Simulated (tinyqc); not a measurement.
# Polarisation and half-bias from two TMR values

Question. A tunnel junction has TMR = TMR0/(1 + (V/Vh)^2), TMR0 = 2 P1 P2/(1 - P1 P2). Find TMR0, Vh and P2.

Values chosen for this exercise:
```
symbol,value,unit,meaning
P1,0.68,,spin polarisation of the reference layer
```

TMR at 0.1 and 0.5 V (%): 124.40239  45.749666

Solution. 1/TMR is linear in V^2, and P1 P2 = TMR0/(2 + TMR0).

TMR0 = 134 %
Vh = 0.360 V
P2 = 0.590

Numbers from tinyqc (`OMP_NUM_THREADS=1 python tinyqc.py 2450152 2450153 out.jsonl`; about 0.01 s on one thread of a shared Intel Xeon 2.30GHz).
